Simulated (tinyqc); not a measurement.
Worked calculation: quaternary alloy A(x)B(1-x)C(y)D(1-y) matched to a substrate. Values are carried at full precision from step to step, so a last printed digit may differ when a step is redone from the rounded ones.

Matching a(x,y) = a_s gives x = (a_s - y a_BC - (1 - y) a_BD)/(y (a_AC - a_BC) + (1 - y)(a_AD - a_BD)).
Constants: hc = 1239.841984 eV nm.

Inputs chosen for the exercise (AC, AD, BC, BD near GaAs, GaSb, InAs and InSb; substrate near InP; shifted at random, so the results belong to these values and not to a real crystal):
```
symbol  value                        unit      meaning
a       (5.661, 6.101, 6.055, 6.47)  angstrom  lattice constants of AC, AD, BC, BD
a_s     5.873                        angstrom  substrate
y       0.89                                   fraction of C
Eg      (1.541, 0.805, 0.42, 0.236)  eV        gaps at Gamma of AC, AD, BC, BD
Cb      (0.435, 0.376, 1.57, 0.607)  eV        bowing of ABC, ABD, ACD, BCD
dx      0.038                                  error of x in growth
```

## The matched composition

Give numerator, denominator and x.

numerator = -0.22765 angstrom
denominator = -0.39125 angstrom
x = 0.5819

## The gap by rule 1

Q(x,y) = x y Q_AC + x (1 - y) Q_AD + (1 - x) y Q_BC + (1 - x)(1 - y) Q_BD for the lattice constant. Gap, rule 1: Q(x,y) - x (1 - x)[y C_ABC + (1 - y) C_ABD] - y (1 - y)[x C_ACD + (1 - x) C_BCD]. Rule 2 (mean of ternaries): {x (1 - x)[y T_ABC(x) + (1 - y) T_ABD(x)] + y (1 - y)[x T_ACD(y) + (1 - x) T_BCD(y)]}/{x (1 - x) + y (1 - y)}, T_ABC(x) = x E_AC + (1 - x) E_BC - C_ABC x (1 - x), T_ACD(y) = y E_AC + (1 - y) E_AD - C_ACD y (1 - y), and alike. Only the Gamma valley is followed.

Give the four weights, the bilinear part, the two bowing terms, the gap and hc/gap.

weights of AC, AD, BC, BD: 0.5178  0.0640  0.3722  0.0460

bilinear part = 1.0167 eV

bowing terms (eV): 0.1043  0.1143

gap = 0.7981 eV
wavelength = 1553 nm

## The gap by rule 2

Give the four ternary gaps and their weighted mean.

T_ABC, T_ABD, T_ACD, T_BCD (eV): 0.9664  0.4756  1.3063  0.3403

gap = 0.9096 eV

Rule 2 lies 111 meV above rule 1: it averages the two bowing terms where rule 1 adds them. Both agree on the ternary edges.

## An error in composition

Replace x by x + dx; mismatch (a_s - a)/a and change of the relaxed gap by rule 1.

a = 5.8581 angstrom
mismatch = 0.254 %
change of the gap = 40.0 meV

The layer would be under tension; the strain shift of the gap is not included.

## Checks

- Lattice constant at the matched composition against a_s (angstrom): both 5.8730.
- Rule 2 as a mean of ternaries against its form with averaged bowing (eV): both 0.9096.

Program tinyqc; command `OMP_NUM_THREADS=1 python tinyqc.py 1081571 1081572 out.jsonl`; about 0.01 s on one thread of a shared Intel(R) Xeon(R) Processor @ 2.30GHz.
